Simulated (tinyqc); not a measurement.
From T_e back to height L: global model of a low-pressure process discharge: electron temperature, density, ion flux and ion energy. Computed by tinyqc, a small Python program. Command: `OMP_NUM_THREADS=1 python tinyqc.py 3110428 3110429 out.jsonl plasma inv`. One thread of a shared host (Intel(R) Xeon(R) Processor @ 2.30GHz), about 0.01 s of CPU time with the checks.

Maxwellian electrons with temperature T_e in eV, one positive ion, no negative ions, uniform bulk density n; rate constants have the Arrhenius form.

Inputs (values chosen for the exercise, of the order of those of an inductive discharge in a simple atomic gas): ion mass M = 35.5 u; ionisation prefactor K0 = 3.7e-14 m^3/s; ionisation energy E_iz = 13.7 eV; ion-neutral cross section = 8.2e-19 m^2; pressure p = 0.62 Pa; gas temperature T_g = 500 K; radius R = 25 cm.

Constants: k_B = 1.380649e-23 J/K; e = 1.602176634e-19 C; u = 1.6605390666e-27 kg.

Method:
- n_g = p/(k_B T_g); lambda_i = 1/(n_g sigma); h_L = 0.86/sqrt(3 + L/(2 lambda_i)), h_R = 0.8/sqrt(4 + R/lambda_i); A_eff = 2 pi R^2 h_L + 2 pi R L h_R; d_eff = pi R^2 L/A_eff.
- Particle balance: K0 exp(-E_iz/T_e) n_g d_eff = u_B, u_B = sqrt(e T_e/M).
- Root found by bracketing.

Task: A run gave the result below. Find the height L, known to lie between 4.2 and 13 cm.

T_e = 2.976736 eV

Result:

Each step takes the trial c = (a f_b - b f_a)/(f_b - f_a), f being the result less the target and a, b, c the logarithms of the listed values; c replaces end b, the old b replaces a if the sign of f changed, and otherwise f_a is halved.

Scan of the range:
```
height L (cm)  T_e (eV)
4.20            3.45471
5.07            3.26157
6.12            3.09007
7.39            2.93698
8.92            2.80064
10.80           2.67714
13.00           2.57061
```

False position (Illinois rule, in the logarithm of the input) inside the bracket:
```
step    end a    end b    trial  T_e (eV)
1     6.12000  7.39000  7.03682   2.97507
2     6.12000  7.03682  7.00883   2.97822
3     7.03682  7.00883  7.02201   2.97674
4     7.00883  7.02201  7.02200   2.97674
```

T_e falls at every point of a 13-point scan of the range (every second point is shown), so one value fits; it is bracketed by 6.12 and 7.39. Answer: height L = 7.022 cm.
